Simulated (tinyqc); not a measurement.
# Line constants from open and short measurements

Inverse problem. A uniform line of length len, under a quarter wavelength, has Z_open = Zc coth(gamma len) and Z_short = Zc tanh(gamma len); gamma Zc = r + i w l and gamma/Zc = g + i w c, w = 2 pi f. Find r, l and c.

Parameters, values chosen for the exercise: length len = 0.87 mm; frequency f = 0.79 GHz.

Zin with the far end open = 11.2644-2111.9841i ohm
Zin with the far end shorted = 2.1081488+1.1829863i ohm

Solution. The product of the two impedances is Zc^2 and their ratio tanh^2(gamma len); the principal branch holds below a quarter wavelength.

r = 2.422 ohm/mm
l = 0.2741 nH/mm
c = 109.6 pF/m

Numbers from tinyqc (`OMP_NUM_THREADS=1 python tinyqc.py 2810117 2810118 out.jsonl`; about 0.01 s on one thread of a shared Intel Xeon 2.30GHz).
